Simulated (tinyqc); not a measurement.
What moves the results: shallow acceptor in the spherical four-band model. A value that a table varies takes the place of the one given here.

The ground state 1S3/2 has an L = 0 part f(r) and an L = 2 part g(r). In units of Ry* and a*, with Gaussians f_i = exp(-a_i r^2), g_i = r^2 exp(-a_i r^2), A = a_i + a_j and I(n) = Gamma((n + 1)/2)/(2 A^((n + 1)/2)): S_ff = I(2), S_gg = I(6), H_ff = (6 a_i a_j/A) I(2) - 2 I(1), H_gg = (14 a_i a_j/A) I(6) - 2 I(5), H_fg = -mu [15 I(2) - 20 a_j I(4) + 4 a_j^2 I(6)]; each function is then normalised. The split-off band is left out.

Converged values use 22 exponents 2.2^i, i = -7 to 14, for f and for g.

Units Ry* = Ry/(g1 eps^2) and a* = a0 eps g1; mu = (6 g3 + 4 g2)/(5 g1) is the spherical heavy-light coupling and delta = (g3 - g2)/g1 the cubic term, which is left out.

Constants: Ry = 13.60569312 eV; a0 (Bohr radius) = 0.5291772105 angstrom.

Inputs chosen for the exercise (near those of a shallow acceptor in GaSb; shifted at random, so the results belong to these values and not to a real crystal):
```
symbol  value                                      unit      meaning
mus     (0.12, 0.32, 0.47, 0.63, 0.77, 0.82, 0.9)            couplings
rc      2                                          angstrom  radius of the central cell
Vs      (2, 0, -0.5, -1.5, -2.5, -3.5)             eV        central-cell strengths
g1      13.41                                                Luttinger gamma1
g2      4.69                                                 gamma2
g3      5.99                                                 gamma3
eps     15.7                                                 dielectric constant
```

## Strength of the heavy-light coupling

Ry* = 4.1162 meV

Converged values in Ry* and a*; the heavy-mass hydrogen model gives 1/(1 - mu).

Results:
```
mu    binding (Ry*)  1/(1 - mu)  ratio  L = 2 weight  <r> (a*)  binding (meV)
0.12          1.013       1.136  0.892         0.006     1.484            4.2
0.32          1.102       1.471  0.750         0.044     1.382            4.5
0.47          1.254       1.887  0.665         0.097     1.237            5.2
0.63          1.588       2.703  0.588         0.178     1.005            6.5
0.77          2.296       4.348  0.528         0.274     0.720            9.5
0.82          2.823       5.556  0.508         0.315     0.595           11.6
0.90          4.768      10.000  0.477         0.388     0.363           19.6
```

What can be read from the table?

The binding starts as 1 + O(mu^2), 1.013 at mu = 0.12, since the coupling enters in second order, and reaches 4.77 at mu = 0.90. The ratio to the heavy-mass model falls from 0.89 to 0.48, towards about 0.44 as mu goes to 1: the bound hole is only partly heavy. The L = 2 weight grows to 0.39 and the radius shrinks by a factor 4.1.

## Central-cell correction

mu = 0.81581
a* = 111.411 angstrom

A short-range term V exp(-r^2/rc^2) is added (negative: attracts the hole); its elements are V S (A/(A + 1/rc^2))^(3/2) for f and ^(7/2) for g, in the same units.

Results:
```
V (eV)  1S binding (meV)  2S binding (meV)  <r> (angstrom)  L = 2 weight
2.0                 11.0              3.37            69.8         0.310
0.0                 11.4              3.43            67.5         0.311
-0.5                11.5              3.44            66.8         0.312
-1.5                11.8              3.48            65.1         0.313
-2.5                12.2              3.54            63.0         0.314
-3.5                12.8              3.60            60.3         0.315
```

What can be read from the table?

From V = 0 to -3.5 eV the 1S binding grows by 1.4 meV (12 %) and the 2S binding by 0.18 meV, so the chemical shift sits mainly in the ground state. A repulsion of 2 eV removes 0.4 meV. The slope is 0.57 meV per eV over the last step against 0.20 on the repulsive side, since attraction pulls the state into the cell; over this range the level stays shallow.

## What each parameter does

Converged values. Each row changes one parameter from the base and keeps the others.

Results:
```
case           mu  Ry* (meV)  binding (meV)  <r> (angstrom)
base        0.816       4.12          11.39            67.5
g1 = 14.48  0.756       3.81           8.33            90.7
g2 = 3.99   0.774       4.12           9.59            79.2
g3 = 5.51   0.773       4.12           9.55            79.5
eps = 17    0.816       3.51           9.72            73.1
```

What does this show?

The largest shifts from the base row, up to three for each result and ties (the steps differ in size, so this ranks the rows, not the parameters). mu: g1 -0.060, g3 -0.043, g2 -0.042; unchanged at the printed digits by eps. Ry* (meV): eps -0.61, g1 -0.30; unchanged at the printed digits by g2 and g3. binding (meV): g1 -3.07, g3 -1.84, g2 -1.80. <r> (angstrom): g1 +23.2, g3 +12.0, g2 +11.6. g1 acts twice: it lowers Ry* and it lowers mu.

Run: tinyqc, `OMP_NUM_THREADS=1 python tinyqc.py 1250128 1250129 out.jsonl`; Intel(R) Xeon(R) Processor @ 2.30GHz, one thread, shared host; about 0.07 s of CPU time with all checks.
